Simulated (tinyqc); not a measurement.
# Quantum point contact as a saddle point with Zeeman splitting: what changes with what

Potential V0 - m wx^2 x^2/2 + m wy^2 y^2/2; energies are counted from V0. Mode n = 0, 1, ... transmits T_n(E) = 1/(1 + exp(-2 pi (E - E_n)/wx)), E_n = wy (n + 1/2) +/- Ez/2 for the two spins, Ez = gs muB B, muB = q hbar/(2 m0); each spin carries q^2/h.

Inputs (values chosen for the exercise):
```
symbol,value,unit,meaning
T,0.5,K,temperature
wy,5.1,meV,transverse quantum hbar wy
wx,5.4,meV,curvature of the barrier hbar wx
mu,16.38,meV,Fermi level above the saddle point
gs,0.9,,size of the g factor
B,8,T,in-plane magnetic field
```

Constants: q = 1.602176634e-19 C, kB = 1.380649e-23 J/K, hbar = 1.054571817e-34 J s, m0 = 9.1093837015e-31 kg, Vt = kB T/q. Results are converted to the units shown.

Each table varies one quantity; the others keep the values above.

## Differential conductance at finite bias

g(T) = int g(E) (-df/dE) dE = int g(mu + x kB T) dx/(4 cosh^2(x/2)), g(E) the zero-temperature value at E, g = G/(2 q^2/h). With the bias V split evenly and the saddle held fixed, dI/dV = [g(mu + V/2) + g(mu - V/2)]/2, each thermally averaged.

Differential conductance at finite bias:
```
V (mV)  g(mu + V/2)  g(mu - V/2)  dI/dV
0             3.142        3.142  3.142
1.02          3.242        3.067  3.154
2.04          3.371        3.007  3.189
3.06          3.518        2.948  3.233
4.08          3.661        2.878  3.270
5.1           3.784        2.784  3.284
6.12          3.878        2.661  3.270
7.14          3.948        2.518  3.233
8.16          4.007        2.371  3.189
9.18          4.067        2.242  3.154
10.2          4.142        2.142  3.142
11.22         4.242        2.067  3.154
```

What does the comparison show?

dI/dV moves up and down between 3.14 and 3.28 in units of 2 q^2/h. Right-movers gain modes (3.14 to 4.24) while left-movers lose them (3.14 to 2.07).

## Spin splitting of the first step

Same model as above.

Spin splitting of the first step:
```
B (T)  Ez (meV)  g at mu = wy/2  dg/dmu there (1/meV)
0             0          0.5027                0.2934
2.3      0.1198          0.5027                0.2930
4.6      0.2396          0.5027                0.2920
6.9      0.3595          0.5027                0.2903
9.1      0.4741          0.5028                0.2881
11.4     0.5939          0.5028                0.2851
13.7     0.7137          0.5029                0.2816
16       0.8335          0.5030                0.2774
```

At the middle of the first riser g stays near 1/2, while the slope falls from 0.293 to 0.277 1/meV. It keeps more than a fifth of its zero-field value, so the plateau at q^2/h is not yet flat.

Range of the model: Orbital effects of the in-plane field and interactions (such as the 0.7 feature) are left out.

Computed by the program tinyqc: `OMP_NUM_THREADS=1 python tinyqc.py 2740047 2740048 out.jsonl`, one thread of a shared Intel Xeon 2.30GHz, about 0.03 s for the whole run.
